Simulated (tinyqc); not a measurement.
# Nucleation and growth of vacancy voids in a cooling silicon-like crystal, step by step

A worked calculation. Computed by tinyqc, a small Python program that keeps every step. Command: `OMP_NUM_THREADS=1 python tinyqc.py 3025510 3025511 out.jsonl voids walk`. One thread of a shared host (Intel(R) Xeon(R) Processor @ 2.30GHz), about 0.4 s of CPU time with the checks. Intermediate numbers are printed to about 5 digits and carried at full precision; extremes and crossings named in words are read from the listed rows.

Spherical voids; vacancies are lost only to voids.

Inputs (values chosen for the exercise, for a model crystal):

| quantity | value | unit |
|---|---|---|
| vacancy density at the melting point C_m | 7.4e+14 | 1/cm^3 |
| formation energy E_f | 3.87 | eV |
| melting point T_m | 1685 | K |
| diffusion prefactor D0 | 0.002 | cm^2/s |
| migration energy E_m | 0.4 | eV |
| site density rho | 5e+22 | 1/cm^3 |
| void surface energy gamma | 0.941 | J/m^2 |
| cooling rate q | 1.1 | K/min |
| ratio (V/G)/xi_c | 1.83 | - |
| limit of the excess at high V/G | 2.2e+14 | 1/cm^3 |
| temperature of the worked step T | 1375 | K |
| temperature step | 0.2 | K |

Vacancy supply: from V/G.

Constants: k_B = 8.617333262e-05 eV/K; k_B = 1.380649e-23 J/K; e = 1.602176634e-19 C.

## Vacancy excess

C = C_x (u - 1)/(u + 0.2) with u = (V/G)/xi_c, a form chosen for the exercise.

initial excess C = 8.9951e+13 1/cm^3

## Nucleation rate at T with the initial excess

C_e = C_m exp[-(E_f/k_B)(1/T - 1/T_m)]; D = D0 exp(-E_m/(k_B T)); f = k_B T ln(C/C_e); r* = 2 gamma/(rho f); W* = 16 pi gamma^3/(3 rho^2 f^2); Z = f/sqrt(12 pi W* k_B T); I = rho Z (4 pi r* D C) exp(-W*/(k_B T)).

C_e = 1.8180e+12 1/cm^3

D = 6.8377e-05 cm^2/s

driving force f = 0.46229 eV

critical radius r* = 0.50819 nm

W*/(k_B T) = 53.622

rate I = 87.816 1/(cm^3 s)

Cooling by 10 K multiplies I by 150: nucleation switches on within a narrow range of temperature.

## Cooling through the nucleation range

March down from 1500 K in steps dT, dt = dT/q, with values at the upper end of each step: a class of I dt voids is born with r*; then all classes grow by r^2 += 2 D (C - C_e) dt/rho; C falls by the vacancies added to voids. Stop at 1150 K. T_n is the T of the largest I, N the final count (classes under 1e-6 /cm^3 are dropped), and the mean radius the number average.

Rows around the peak of I:

| T (K) | C (1/cm^3) | C_e (1/cm^3) | I (1/(cm^3 s)) | voids (1/cm^3) | mean radius (nm) |
|---|---|---|---|---|---|
| 1399.8 | 8.9951e+13 | 3.2426e+12 | 5.7939e-06 | 3.4103e-04 | 37.37 |
| 1389.8 | 8.9951e+13 | 2.5742e+12 | 1.0632e-02 | 7.6645e-01 | 40.85 |
| 1379.8 | 8.9936e+13 | 2.0367e+12 | 5.9325e+00 | 5.1073e+02 | 43.57 |
| 1374.8 | 8.9658e+13 | 1.8094e+12 | 8.9081e+01 | 8.7316e+03 | 45.37 |
| 1371.8 | 8.8492e+13 | 1.6846e+12 | 3.0124e+02 | 3.7485e+04 | 48.07 |
| 1369.8 | 8.6228e+13 | 1.6060e+12 | 4.1508e+02 | 7.7480e+04 | 52.42 |
| 1367.8 | 8.1947e+13 | 1.5308e+12 | 2.8834e+02 | 1.1864e+05 | 60.55 |
| 1365.8 | 7.5745e+13 | 1.4589e+12 | 9.2174e+01 | 1.3968e+05 | 72.20 |
| 1363.8 | 6.8461e+13 | 1.3903e+12 | 1.4921e+01 | 1.4497e+05 | 84.48 |
| 1360.8 | 5.7162e+13 | 1.2929e+12 | 3.3989e-01 | 1.4574e+05 | 99.44 |
| 1357.8 | 4.6633e+13 | 1.2020e+12 | 2.4567e-03 | 1.4575e+05 | 110.17 |

temperature of peak nucleation T_n = 1369.8 K

void density N = 1.4575e+05 1/cm^3

mean radius = 142.33 nm

vacancies left at 1150 K = 7.0959e+09 1/cm^3

I rises as supersaturation builds and collapses once the first voids have drawn C down by 4 % at the peak. Nearly all the excess then goes into these voids: [3 C/(4 pi rho N)]^(1/3) = 143 nm.

## Cooling rate

The formulas are those given above.

At fixed C:

| q (K/min) | T_n (K) | N (1/cm^3) | mean radius (nm) |
|---|---|---|---|
| 0.11 | 1380.0 | 4.8310e+03 | 443.66 |
| 0.28 | 1376.0 | 1.9251e+04 | 279.70 |
| 0.55 | 1373.0 | 5.2270e+04 | 200.41 |
| 1.10 | 1369.8 | 1.4575e+05 | 142.33 |
| 2.20 | 1366.4 | 4.0638e+05 | 101.07 |
| 4.40 | 1362.6 | 1.1330e+06 | 71.77 |
| 11.00 | 1357.6 | 4.3932e+06 | 45.65 |

Over the rows N goes as q^1.48 and the radius as q^-0.49, near the 3/2 and -1/2 of the scaling argument (depletion time 1/(4 pi N r D) equal to the time in the nucleation range, at fixed N r^3). T_n drops only 22 K for a factor 100 in q. Fast cooling gives many small voids, which an anneal can dissolve.

## Vacancy excess varied

The formulas are those given above.

At fixed q:

| C (1/cm^3) | T_n (K) | N (1/cm^3) | mean radius (nm) |
|---|---|---|---|
| 3.60e+13 | 1321.0 | 2.8837e+05 | 83.46 |
| 5.40e+13 | 1342.2 | 2.1314e+05 | 105.72 |
| 9.00e+13 | 1369.8 | 1.4569e+05 | 142.37 |
| 1.40e+14 | 1394.4 | 1.0487e+05 | 184.15 |
| 2.20e+14 | 1420.2 | 7.4937e+04 | 239.57 |

More vacancies nucleate earlier (T_n rises by 99 K) and give fewer, larger voids: N goes as C^-0.74 and the radius as C^0.58, steeper than the -1/2 and +1/2 of the scaling argument at fixed D, because D rises with T_n.

Checks made by the program: Z against the curvature of W(n) (relative difference below 1e-10); N against a run with half the step (relative difference 2e-03).
